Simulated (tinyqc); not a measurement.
Small-signal admittance of a forward-biased p+-n diode: one step of the calculation.

Holes injected into a neutral base of width wb with an ohmic contact at its end; low injection, p0 far above the equilibrium density. A small voltage v exp(i w t), w = 2 pi f, modulates the edge density by p0 v/Vt, and the small-signal density obeys Dp d2p/dx2 = (1/tau + i w) p.

Problem. The same by finite differences. 9 equal intervals, h = wb/9; u = small-signal density over its edge value, u_0 = 1, u_9 = 0; u_(i-1) + b u_i + u_(i+1) = 0 with b = -2 - h^2 (1/tau + i w)/Dp; Y = (q Dp p0/(Vt h)) (-b/2 - u_1), which includes the half box at the edge.

Inputs (values chosen for the exercise); permittivity close to that of germanium: temperature T = 300 K; hole diffusion coefficient Dp = 25 cm^2/s; hole lifetime tau = 3e-8 s; width of the neutral base wb = 5.2 um; excess hole density at the junction edge p0 = 4.8e11 cm^-3; signal frequency f = 2.4e7 Hz.

Constants: q = 1.602176634e-19 C, kB = 1.380649e-23 J/K, Vt = kB T/q. Results are converted to the units shown.

Wanted: b; u; Y on the mesh.

Solution.

b = -2.004-0.020i

| node | u |
|---|---|
| 1 | 0.8723-0.0471i |
| 2 | 0.7494-0.0769i |
| 3 | 0.6314-0.0919i |
| 4 | 0.5181-0.0947i |
| 5 | 0.4089-0.0874i |
| 6 | 0.3034-0.0723i |
| 7 | 0.2006-0.0513i |
| 8 | 0.0998-0.0266i |

Y on the mesh = 0.1673+0.0736i S/cm^2

Computed by the program tinyqc: `OMP_NUM_THREADS=1 python tinyqc.py 2890123 2890124 out.jsonl`, one thread of a shared Intel Xeon 2.30GHz, about 0.01 s for the whole run.
